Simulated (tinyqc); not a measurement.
Thermal stress, cracking, delamination and buckling of a thin film; Griffith cracks and misfitting inclusions: one step, computed by the program tinyqc. Command: `OMP_NUM_THREADS=1 python tinyqc.py 3009249 3009250 out.jsonl filmcrack walk`. One thread of a shared host (Intel(R) Xeon(R) Processor @ 2.30GHz), about 0.01 s of CPU time with the checks.

Isotropic linear elasticity; the substrate is much thicker than the film; stress is positive in tension.

Problem. Stress in the film. Thermal strain = (alpha_f - alpha_s)(T_d - T); stress = E/(1 - nu) x strain + intrinsic stress; plane-strain modulus Ebar = E/(1 - nu^2); G0 = stress^2 h/(2 Ebar) is the energy freed per area when a long strip loses its stress across its width.

Inputs (values chosen for the exercise, modelled on a copper film on silicon): film Young's modulus E = 119 GPa; film Poisson ratio nu = 0.34; film expansion alpha_f = 16.4 1e-6/K; substrate expansion alpha_s = 3.4 1e-6/K; deposition temperature T_d = 675 K; final temperature T = 300 K; intrinsic stress = -190 MPa; film thickness h = 0.07 micrometre.

Give: thermal strain; film stress; Ebar; G0.

Solution.

thermal strain = 0.004875

film stress = 688.98 MPa

Ebar = 134.55 GPa

G0 = 0.12348 J/m^2

The film ends in tension; the thermal part is 879 MPa. Caution: at a stress above 0.4 % of E a ductile film would yield, and the elastic value is then an upper bound; a brittle film in tension cracks instead.
